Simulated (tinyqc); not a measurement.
What the s* orbital does: sp3s* tight binding.

sp3s* tight binding, nearest neighbours only: anion (a) at 0, cation (c) at a/4 (1,1,1), orbitals s, px, py, pz, s* on each; k in units of 2 pi/a. With phases e_j = exp(i (pi/2) k.n_j) for n = (1,1,1), (1,-1,-1), (-1,1,-1), (-1,-1,1): g0 = (e1+e2+e3+e4)/4, g1 = (e1+e2-e3-e4)/4, g2 = (e1-e2+e3-e4)/4, g3 = (e1-e2-e3+e4)/4. The diagonal holds the levels Esa, Epa, Exa (s*) and Esc, Epc, Exc. Anion-cation block: <sa|sc> = Vss g0; <sa|xc> = Vsapc g1; <xa|sc> = -Vscpa g1; <xa|xc> = Vxx g0; <xa|yc> = <ya|xc> = Vxy g3, <xa|zc> = <za|xc> = Vxy g2, <ya|zc> = <za|yc> = Vxy g1; <s*a|xc> = Vxapc g1; <xa|s*c> = -Vpaxc g1; y and z take g2 and g3 in place of g1; s-s* and s*-s* vanish.

Parameters, chosen for this exercise (near a published set for GaP, fitted to gaps, whose masses and valley positions are rough; shifted at random, so the results belong to these values and not to a real crystal): Esa = -7.993 eV (s level of the anion); Epa = 1.125 eV (p level of the anion); Esc = -2.171 eV (s level of the cation); Epc = 4.057 eV (p level of the cation); Exa = 8.512 eV (s* level of the anion); Exc = 7.222 eV (s* level of the cation); Vss = -7.471 eV (s-s); Vxx = 2.16 eV (px-px); Vxy = 5.075 eV (px-py); Vsapc = 4.253 eV (s anion, p cation); Vscpa = 6.359 eV (s cation, p anion); Vxapc = 4.721 eV (s* anion, p cation); Vpaxc = 5.087 eV (p anion, s* cation).

The s* couplings Vxapc and Vpaxc are scaled by f; f = 0 is the plain sp3 model. Gaps from the top of the valence band at Gamma; the Delta value is the minimum on (x,0,0), 0.5 <= x <= 1.

Gaps (eV):
```
f      Gamma   Delta       L  x of the minimum
0.00  2.9556  4.8371  3.7434             0.500
0.25  2.9556  4.7131  3.6216             0.500
0.50  2.9556  4.2534  3.3068             1.000
0.75  2.9556  3.2903  2.8894             1.000
0.90  2.9556  2.6854  2.6163             1.000
1.00  2.9556  2.2774  2.4287             1.000
1.10  2.9556  1.8676  2.2365             1.000
```

The gap at Gamma stays, since g1 to g3 vanish there. From f = 0 to 1 the s* levels lower the Delta value by 2.560 eV and L by 1.315 eV. For f = 0 and 0.25 the least value lies at x = 0.5, the end of the range: any valley further out lies above that value until s* has lowered it enough. The lowest of the three is Gamma at f = 0 and the Delta line at f = 1.

(tinyqc, `OMP_NUM_THREADS=1 python tinyqc.py 1480071 1480072 out.jsonl`, Intel(R) Xeon(R) Processor @ 2.30GHz, 1 thread, shared host, about 0.1 s.)
